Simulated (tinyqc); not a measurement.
Thin (001) film in sp3s* tight binding with raised dangling bonds, step by step. Values are carried at full precision from step to step, so a last printed digit may differ when a step is redone from the rounded ones.

sp3s* tight binding, nearest neighbours only: anion (a) at 0, cation (c) at a/4 (1,1,1), orbitals s, px, py, pz, s* on each; k in units of 2 pi/a. With phases e_j = exp(i (pi/2) k.n_j) for n = (1,1,1), (1,-1,-1), (-1,1,-1), (-1,-1,1): g0 = (e1+e2+e3+e4)/4, g1 = (e1+e2-e3-e4)/4, g2 = (e1-e2+e3-e4)/4, g3 = (e1-e2-e3+e4)/4. The diagonal holds the levels Esa, Epa, Exa (s*) and Esc, Epc, Exc. Anion-cation block: <sa|sc> = Vss g0; <sa|xc> = Vsapc g1; <xa|sc> = -Vscpa g1; <xa|xc> = Vxx g0; <xa|yc> = <ya|xc> = Vxy g3, <xa|zc> = <za|xc> = Vxy g2, <ya|zc> = <za|yc> = Vxy g1; <s*a|xc> = Vxapc g1; <xa|s*c> = -Vpaxc g1; y and z take g2 and g3 in place of g1; s-s* and s*-s* vanish.

Inputs chosen for the exercise (out of a larger set: near a published set for GaP, fitted to gaps, whose masses and valley positions are rough; not measured data):
```
symbol  value                                                                                         unit  meaning
p       (-8.065, 1.131, -2.215, 4.096, 8.51, 7.166, -7.46, 2.166, 5.159, 4.298, 6.356, 4.644, 5.134)  eV    order Esa, Epa, Esc, Epc, Exa, Exc, Vss, Vxx, Vxy, Vsapc, Vscpa, Vxapc, Vpaxc
N       4                                                                                                   atomic planes in the small film
dl      5                                                                                             eV    shift of the dangling hybrids
```

## Bulk edges along [001]

Gap at Gamma and minimum on (0,0,kz), kz from 0.5 to 1, from the bulk Ev. States at zero in-plane momentum come from this line alone.

edges (eV): Gamma 2.8842, Delta 2.3719

kz of the minimum = 1.0000 2 pi/a

## The two blocks of the small film

Planes alternate anion (a), cation (c) along [001], a/4 apart, starting with an anion; zero in-plane momentum; levels counted from the bulk Ev, the lower root of [[Epa, Vxx], [Vxx, Epc]]; no spin-orbit coupling. Block of s, pz, s*: from an anion to the cation above, Vss/2 (s,s), Vsapc/2 (s,z), -Vscpa/2 (z,s), Vxx/2 (z,z), Vxapc/2 (s*,z), -Vpaxc/2 (z,s*); to the cation below the same with the s-z and s*-z signs reversed. Block of u = (px + py)/sqrt2 and v = (px - py)/sqrt2: to the cation above (Vxx + Vxy)/2 for u and (Vxx - Vxy)/2 for v, to the cation below the reverse. Each surface atom has two dangling sp3 hybrids; raising both by dl adds (dl/2) [[1, t], [t, 1]] to its s, pz levels (t = -1 at the bottom face, +1 at the top) and dl to the one of u, v in whose plane the missing bonds lie (v for a bottom anion or a top cation, u for a top anion).

Fill them in.

s, pz, s* block (eV), rows sa1, za1, *a1, sc2, zc2, *c2, sa3, za3, *a3, sc4, zc4, *c4 and columns alike:
```
[[-5.554, -2.500, 0, -3.730, 2.149, 0, 0, 0, 0, 0, 0, 0],
 [-2.500, 3.642, 0, -3.178, 1.083, -2.567, 0, 0, 0, 0, 0, 0],
 [0, 0, 8.521, 0, 2.322, 0, 0, 0, 0, 0, 0, 0],
 [-3.730, -3.178, 0, -2.204, 0, 0, -3.730, 3.178, 0, 0, 0, 0],
 [2.149, 1.083, 2.322, 0, 4.107, 0, -2.149, 1.083, -2.322, 0, 0, 0],
 [0, -2.567, 0, 0, 0, 7.177, 0, 2.567, 0, 0, 0, 0],
 [0, 0, 0, -3.730, -2.149, 0, -8.054, 0, 0, -3.730, 2.149, 0],
 [0, 0, 0, 3.178, 1.083, 2.567, 0, 1.142, 0, -3.178, 1.083, -2.567],
 [0, 0, 0, 0, -2.322, 0, 0, 0, 8.521, 0, 2.322, 0],
 [0, 0, 0, 0, 0, 0, -3.730, -3.178, 0, 0.296, 2.500, 0],
 [0, 0, 0, 0, 0, 0, 2.149, 1.083, 2.322, 2.500, 6.607, 0],
 [0, 0, 0, 0, 0, 0, 0, -2.567, 0, 0, 0, 7.177]]
```

u, v block (eV), rows ua1, va1, uc2, vc2, ua3, va3, uc4, vc4 and columns alike:
```
[[1.142, 0, 3.663, 0, 0, 0, 0, 0],
 [0, 6.142, 0, -1.496, 0, 0, 0, 0],
 [3.663, 0, 4.107, 0, -1.496, 0, 0, 0],
 [0, -1.496, 0, 4.107, 0, 3.663, 0, 0],
 [0, 0, -1.496, 0, 1.142, 0, 3.663, 0],
 [0, 0, 0, 3.663, 0, 1.142, 0, -1.496],
 [0, 0, 0, 0, 3.663, 0, 4.107, 0],
 [0, 0, 0, 0, 0, -1.496, 0, 9.107]]
```

## Levels of the small film

Diagonalise both blocks.

levels of the s, pz, s* block (eV): [-12.036, -9.046, -4.324, 1.635, 2.981, 3.356, 4.162, 6.211, 7.811, 9.274, 10.149, 11.206]

levels of the u, v block (eV): [-2.100, -1.562, -0.713, 5.054, 5.962, 7.350, 7.495, 9.512]

1 level lies between 0 and the bulk edge 2.372 eV: 1.635 eV.

## Checks

- Lowest conduction level of 201 planes, with the dangling hybrids shifted far away, against the bulk edge: both 2.372.

(tinyqc, `OMP_NUM_THREADS=1 python tinyqc.py 1482626 1482627 out.jsonl`, Intel(R) Xeon(R) Processor @ 2.30GHz, 1 thread, shared host, about 0.4 s.)
